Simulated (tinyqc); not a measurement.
Inside a calculation. Method: plane-wave Kohn-Sham cycle with exchange-only LDA in a layered model solid. Computed by tinyqc, a small Python program that keeps every step. Settings: points = 16, plane-wave index or count = 3, electrons = 4, k points = 3, area = 24.0, mixing = 0.1, iteration cap = 61. Command: `OMP_NUM_THREADS=1 python tinyqc.py 22598 22599 out.jsonl` (the two numbers bound the seeds that draw the settings). One thread of a shared host (Intel(R) Xeon(R) Processor @ 2.60GHz), about 0.02 s of CPU time with the checks.

A solid whose potential varies along x alone (atomic units):

| parameter | value |
|---|---|
| period a | 10.500000 |
| cross-section of the cell | 24.000000 |
| electrons per cell | 4 |
| grid points | 16 |
| plane waves -n..n, n | 3 |
| k points | 3 |
| V1 in V1 cos(2 pi x/a) | -0.110000 |
| V2 in V2 cos(4 pi x/a) | 0.070000 |

Stop when sqrt(dV sum R^2) is below 1e-8, dV = a A/N.

Course of the cycle:

| iteration | E (hartree) | norm of the residual |
|---|---|---|
| 1 | -0.5736846 | 9.53e-02 |
| 2 | -0.5598741 | 7.87e-02 |
| 3 | -0.5517825 | 6.57e-02 |
| 4 | -0.5470333 | 5.54e-02 |
| 5 | -0.5442127 | 4.72e-02 |
| 6 | -0.5425023 | 4.06e-02 |
| 7 | -0.5414360 | 3.52e-02 |
| 8 | -0.5407492 | 3.07e-02 |
| 9 | -0.5402917 | 2.69e-02 |
| 10 | -0.5399768 | 2.36e-02 |
| 11 | -0.5397537 | 2.08e-02 |
| ... | ... | ... |
| 51 | -0.5390853 | 1.47e-04 |
| 52 | -0.5390853 | 1.30e-04 |
| 53 | -0.5390853 | 1.15e-04 |
| 54 | -0.5390853 | 1.02e-04 |
| 55 | -0.5390853 | 9.04e-05 |
| 56 | -0.5390853 | 8.00e-05 |
| 57 | -0.5390853 | 7.08e-05 |
| 58 | -0.5390853 | 6.26e-05 |
| 59 | -0.5390853 | 5.55e-05 |
| 60 | -0.5390853 | 4.91e-05 |
| 61 | -0.5390853 | 4.35e-05 |

Can the last value be used, and what does the course show?

Not by the stop rule, although the second column moves by less than 1e-07 over the last three steps. Not converged within 61 iterations: the residual falls steadily but slowly, by a factor of about 0.89 a step. Reruns (cap 100 unless said): mixing 0.5, Kerker q0 1.0: converged in 41 (E = -0.53909); mixing 0.3, Pulay depth 5: converged in 9 (E = -0.53909); the original settings with a cap of 400: converged in 135 (E = -0.53909).
